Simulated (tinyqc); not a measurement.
Inside a calculation. Method: harmonic frequencies on the B3LYP (VWN-RPA form)/sto-6g surface (energies and gradients from PySCF), for BeH2, spin multiplicity 1. Computed by tinyqc, a small Python program that keeps every step (integrals from PySCF). Settings: charge = 0, multiplicity = 1, basis = sto-6g, functional = b3lyp, delta = 0.01. Command: `OMP_NUM_THREADS=1 python tinyqc.py 30633 30634 out.jsonl` (the two numbers bound the seeds that draw the settings). One thread of a shared host (Intel(R) Xeon(R) Processor @ 2.60GHz), about 10 s of CPU time with the checks.

## One row of the Hessian: 2Hy

optimised positions (bohr), order 1Be, 2H, 3H:
$$\begin{pmatrix}
0.01619 & -0.04850 & -0.02716 \\
0.00854 & 2.40354 & 0.00688 \\
0.02437 & -2.50054 & -0.06100
\end{pmatrix}$$

gradient at +delta (hartree/bohr), order 1Be, 2H, 3H:
$$\begin{pmatrix}
-0.0000037 & -0.0021339 & -0.0000306 \\
-0.0000013 & 0.0021121 & 0.0000294 \\
0.0000050 & 0.0000217 & 0.0000012
\end{pmatrix}$$

gradient at -delta (hartree/bohr), order 1Be, 2H, 3H:
$$\begin{pmatrix}
-0.0000160 & 0.0021754 & 0.0000240 \\
0.0000114 & -0.0021554 & -0.0000273 \\
0.0000046 & -0.0000199 & 0.0000033
\end{pmatrix}$$

Displace 2Hy by +/-0.01 bohr; H(k, :) = (g(+) - g(-)) / (2 delta).

row of the Hessian (hartree/bohr^2): 1Bex 0.0006173, 1Bey -0.2154617, 1Bez -0.0027304, 2Hx -0.0006388, 2Hy 0.2133759, 2Hz 0.0028301, 3Hx 0.0000219, 3Hy 0.0020837, 3Hz -0.0001012

## Hessian by finite differences

All rows are made in the same way, and the matrix is symmetrised.

Hessian (symmetrised) (hartree/bohr^2):
```
            1Bex        1Bey        1Bez         2Hx         2Hy         2Hz         3Hx         3Hy
1Bex   0.0374355  -0.0012700  -0.0000176  -0.0187116   0.0006174   0.0000086  -0.0187113   0.0006531
1Bey  -0.0012700   0.4309266   0.0054467   0.0006139  -0.2154606  -0.0027305   0.0006557  -0.2154638
1Bez  -0.0000176   0.0054467   0.0375069   0.0000085  -0.0027311  -0.0187483   0.0000091  -0.0027177
2Hx   -0.0187116   0.0006139   0.0000085   0.0093487  -0.0006392  -0.0000089   0.0093565   0.0000250
2Hy    0.0006174  -0.2154606  -0.0027311  -0.0006392   0.2133759   0.0028316   0.0000219   0.0020837
2Hz    0.0000086  -0.0027305  -0.0187483  -0.0000089   0.0028316   0.0093875   0.0000003  -0.0001000
3Hx   -0.0187113   0.0006557   0.0000091   0.0093565   0.0000219   0.0000003   0.0093484  -0.0006779
3Hy    0.0006531  -0.2154638  -0.0027177   0.0000250   0.0020837  -0.0001000  -0.0006779   0.2133790
3Hz    0.0000090  -0.0027147  -0.0187474   0.0000003  -0.0001012   0.0093552  -0.0000094   0.0028170

             3Hz
1Bex   0.0000090
1Bey  -0.0027147
1Bez  -0.0187474
2Hx    0.0000003
2Hy   -0.0001012
2Hz    0.0093552
3Hx   -0.0000094
3Hy    0.0028170
3Hz    0.0093865
```

## Normal modes

masses (u): 1Be 9.01218, 2H 1.00782, 3H 1.00782

Diagonalise H_ij / sqrt(m_i m_j); the 5 smallest eigenvalues belong to translations and rotations; wavenumber = sqrt(eigenvalue / 1822.888) x 219474.63; each mode has its largest component positive (the first on a tie); zero-point energy = sum of wavenumbers / 2, with 349.755 1/cm per kcal/mol.

eigenvalues of the mass-weighted Hessian (hartree/(bohr^2 u)): [-0.00001, -0.00001, 0.00000, 0.00000, 0.00000, 0.02271, 0.02271, 0.20970, 0.26165]

harmonic wavenumbers of the vibrations (1/cm): [774.7, 774.7, 2354.0, 2629.5]

mass-weighted modes, order 1Bex, 1Bey, 1Bez, 2Hx, 2Hy, 2Hz, 3Hx, 3Hy, 3Hz:
$$\begin{pmatrix}
-0.42752 & 0.01036 & -0.00004 & 0.00138 \\
-0.00124 & 0.00597 & -0.00001 & -0.42748 \\
-0.01037 & -0.42746 & -0.00002 & -0.00592 \\
0.63901 & -0.01548 & -0.00222 & -0.00200 \\
0.00177 & -0.00891 & 0.70706 & 0.63914 \\
0.01551 & 0.63895 & 0.00981 & 0.00887 \\
0.63899 & -0.01548 & 0.00235 & -0.00212 \\
0.00192 & -0.00886 & -0.70702 & 0.63918 \\
0.01551 & 0.63893 & -0.00976 & 0.00882
\end{pmatrix}$$

zero-point energy = 9.33913 kcal/mol
